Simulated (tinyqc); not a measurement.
Inside a calculation. Model: out-diffusion of a doped substrate or buried layer into a growing epitaxial film. Computed by tinyqc, a small Python program that keeps every step. Command: `OMP_NUM_THREADS=1 python tinyqc.py 3005483 3005484 out.jsonl buried walk`. One thread of a shared host (Intel(R) Xeon(R) Processor @ 2.30GHz), about 0.01 s of CPU time with the checks. Intermediate numbers are printed to about 7 digits and carried at full precision; extremes and crossings named in words are read from the listed rows.

x is counted from the original substrate surface into the film, whose surface moves as x = v t. Substrate dopant has one diffusivity; the dopant of the film is taken as uniform.

Inputs (values chosen for the exercise, modelled on antimony in silicon): prefactor D0 = 4.26 cm^2/s; activation energy E = 3.9 eV; substrate concentration C_s = 3.4e+18 1/cm^3; film doping C_e = 2.6e+15 1/cm^3; growth rate v = 0.66 um/min; film thickness d = 3.9 um; growth temperature T = 1175 C; autodoping level at the start, as a share of C_s = 0.0003; decay length of autodoping = 0.58 um; later thermal budget (Dt)2 = 3.5e-10 cm^2.

Film doping: same type as the substrate.

Constants: k_B = 8.617333262e-05 eV/K.

## Scales

D = D0 exp(-E/(k_B T)); growth time t = d/v; l = 2 sqrt(D t); growth number G = v t/l = d/l; 1 um = 1e-4 cm. Temperatures in kelvin are T(C) + 273.15.

diffusivity D = 1.139797e-13 cm^2/s

growth time t = 5.909091 min

length l = 0.1271393 um

growth number G = 30.67503

The surface outruns diffusion, so the film acts as an infinite medium.

## Moving boundary against the simple erfc

For a surface that grows from dopant-free material and loses none by evaporation, with u = x/l and s = G - u: C/C_s = (1/2) [erfc(u) + (1 + 4 G (G + s)) exp(4 G s) erfc(G + s) - (4G/sqrt(pi)) exp(-u^2)]; for large G it tends to (1/2) erfc(u). Early in the growth G = sqrt(v x_s/(4 D)) for the thickness x_s reached so far; rows give C at the interface (u = 0) and at the surface (u = G).

The first stage of growth:
```
G     C/C_s at the interface  C at the surface (1/cm^3)  simple erfc there (1/cm^3)     ratio  thickness x_s (nm)
0.10               0.8240326               2.698147e+18                1.508813e+18  1.788258        4.144715e-02
0.25               0.6796730               1.867040e+18                1.230245e+18  1.517616        2.590447e-01
0.50               0.5771858               9.515202e+17                8.151502e+17  1.167294        1.036179e+00
0.75               0.5380755               4.474263e+17                4.910354e+17  0.911189        2.331402e+00
1.00               0.5209014               1.930864e+17                2.674087e+17  0.722065        4.144715e+00
1.50               0.5079422               2.728929e+16                5.762125e+16  0.473598        9.325609e+00
2.00               0.5037327               2.603190e+15                7.952149e+15  0.327357        1.657886e+01
2.50               0.5020203               1.636816e+14                6.918184e+14  0.236596        2.590447e+01
3.00               0.5012072               6.664976e+12                3.755384e+13  0.177478        3.730244e+01
```

At the interface the value falls from 0.824 towards 1/2 as G grows; among these rows it is within 1 % of 1/2 from G = 2 on. At the surface the ratio to the simple erfc goes from 1.788 to 0.177: a fixed wall would double the value, while fresh undoped material dilutes a fast-moving surface. The surface value drops below C_e = 2.6e15 by the row at 25.9 nm; the finished film has G = 30.7. Caution: rows with a thickness or a length l = x_s/G below about 1 nm are formal for a continuum model.

## Transition width

After growth and the later budget: l2 = 2 sqrt(D t + (Dt)2); C(x) = (C_s/2) erfc(x/l2) + share x C_s exp(-x/decay length) for x > 0 (autodoping taken as unchanged by the later budget). The transition x_t solves C(x) = C_e, where the total doping is twice the intended value. Usable film = d - x_t. Also give x_t for the erfc term alone, after growth and after the later budget.

length l2 = 0.3951764 um

x_t after growth, erfc alone = 0.2849003 um

x_t after the later budget, erfc alone = 0.8855321 um

x_t with autodoping = 0.8926494 um

usable film = 3.007351 um

Solid-state diffusion sets the transition. The later budget is 8.7 times that of the growth.

## Profile in the film

Positions are 0.05, 0.2, 0.4, 0.6, 0.8, 1, 1.25 and 1.5 of x_t with autodoping (any beyond the film thickness are formal); net doping = C + C_e.

Concentrations (1/cm^3):
```
x/x_t    x (um)     diffusion    autodoping    net doping
0.05   0.044632  1.484265e+18  9.444525e+14  1.487810e+18
0.20   0.178530  8.889063e+17  7.497560e+14  8.922561e+17
0.40   0.357060  3.422404e+17  5.511118e+14  3.453915e+17
0.60   0.535590  9.396737e+16  4.050974e+14  9.697247e+16
0.80   0.714120  1.802022e+16  2.977688e+14  2.091799e+16
1.00   0.892649  2.381124e+15  2.188764e+14  5.200000e+15
1.25   1.115812  1.108452e+14  1.489699e+14  2.859815e+15
1.50   1.338974  2.810347e+12  1.013908e+14  2.704201e+15
```

Checks made by the program: conservation of dopant by the moving-boundary solution (relative difference below 1e-10).
